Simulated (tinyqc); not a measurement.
Worked calculation: CIS and TDHF on RHF in the 6-311g basis, for He, spin multiplicity 1. One step of it, computed by the program tinyqc.

Question. CIS matrix, triplets. A(ia,jb) = (e_a - e_i) d_ij d_ab - (ij|ab).

orbital energies (hartree): MO1 -0.916871, MO2 0.829434, MO3 6.313546

Two-electron integrals over orbitals (pq|rs), unique and non-zero (hartree):
```
p,q,r,s,(pq|rs)
1,1,1,1,1.026153
2,1,1,1,-0.277318
2,1,2,1,0.146549
2,2,1,1,0.659589
2,2,2,1,-0.113630
2,2,2,2,0.506646
3,1,1,1,-0.173910
3,1,2,1,0.125599
3,1,2,2,-0.078781
3,1,3,1,0.216548
3,2,1,1,0.229495
3,2,2,1,-0.120916
3,2,2,2,0.102674
3,2,3,1,-0.148688
3,2,3,2,0.127591
3,3,1,1,1.176980
3,3,2,1,-0.380997
3,3,2,2,0.727303
3,3,3,1,-0.386668
3,3,3,2,0.380658
3,3,3,3,1.599956
```

Give: CIS matrix A, triplet.

Answer.

CIS matrix A, triplet (hartree):
```
,1>2,1>3
1>2,1.087,-0.229
1>3,-0.229,6.053
```
